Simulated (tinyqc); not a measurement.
Worked calculation: plane-wave Kohn-Sham cycle with exchange-only LDA in a layered model solid. Computed by tinyqc, a small Python program that keeps every step. Settings: points = 16, plane-wave index or count = 2, electrons = 2, k points = 1, area = 10.0, mixing = 0.1, iteration cap = 59. Command: `OMP_NUM_THREADS=1 python tinyqc.py 23220 23221 out.jsonl` (the two numbers bound the seeds that draw the settings). One thread of a shared host (Intel(R) Xeon(R) Processor @ 2.60GHz), about 0.01 s of CPU time with the checks.

A solid whose potential varies along x alone (atomic units):
```
parameter                      value
period a                    6.600000
cross-section of the cell  10.000000
electrons per cell                 2
grid points                       16
plane waves -n..n, n               2
k points                           1
V1 in V1 cos(2 pi x/a)     -0.530000
V2 in V2 cos(4 pi x/a)      0.110000
```

Stop when sqrt(dV sum R^2) is below 1e-8, dV = a A/N.

Course of the cycle:
```
iteration  E (hartree)  norm of the residual
1           -0.8610909              2.17e-01
2           -0.8174002              1.87e-01
3           -0.7844239              1.61e-01
4           -0.7598885              1.38e-01
5           -0.7418578              1.18e-01
6           -0.7287501              9.98e-02
7           -0.7193113              8.46e-02
8           -0.7125703              7.16e-02
9           -0.7077902              6.04e-02
10          -0.7044213              5.10e-02
11          -0.7020592              4.31e-02
...                ...                   ...
49          -0.6967288              4.55e-04
50          -0.6967288              4.11e-04
51          -0.6967288              3.71e-04
52          -0.6967288              3.35e-04
53          -0.6967288              3.03e-04
54          -0.6967288              2.73e-04
55          -0.6967288              2.47e-04
56          -0.6967288              2.23e-04
57          -0.6967288              2.01e-04
58          -0.6967288              1.81e-04
59          -0.6967288              1.64e-04
```

Can the last value be used, and what does the course show?

Not by the stop rule, although the second column moves by less than 1e-07 over the last three steps. Not converged within 59 iterations: the residual falls steadily but slowly, by a factor of about 0.90 a step. Reruns (cap 100 unless said): mixing 0.5, Kerker q0 1.0: converged in 42 (E = -0.69673); mixing 0.3, Pulay depth 5: converged in 10 (E = -0.69673); the original settings with a cap of 400: converged in 153 (E = -0.69673).
